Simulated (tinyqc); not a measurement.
Size effects in the resistivity of thin metal films and interconnect lines: one step, computed by the program tinyqc.

Electrons lose their drift at surfaces (a share 1 - p of the hits) and at grain boundaries (reflection R), besides bulk scattering.

Question. Resistivity of the film. Both together (Mayadas-Shatzkes film): rho_b/rho = (rho_b/rho of the grains alone) - (6/(pi kappa))(1 - p) int_0^(pi/2) dphi int_0^1 ds (cos^2 phi/H^2)(s - s^3)(1 - exp(-kappa H/s))/(1 - p exp(-kappa H/s)), H = 1 + alpha/(cos phi sqrt(1 - s^2)), 40 x 80 Gauss-Legendre points. Sheet resistance rho/h; additive estimate rho_b (f_surface + f_grain - 1).

Inputs (values chosen for the exercise, modelled on aluminium): bulk resistivity rho_b = 2.67 microohm cm; specularity p = 0; film thickness h = 69 nm.

Geometry: film.

rho/rho_b from grains = 1.064255

alpha = 0.04351405

kappa = h/lambda = 3.59375

rho/rho_b from surfaces = 1.115973

Give: resistivity rho; sheet resistance; additive estimate; error of the additive estimate.

Answer.

resistivity rho = 3.145 microohm cm

sheet resistance = 0.4558 ohm

additive estimate = 3.151 microohm cm

error of the additive estimate = 0.2032 %

Adding the two excesses (Matthiessen's rule) is 0.2 % high.
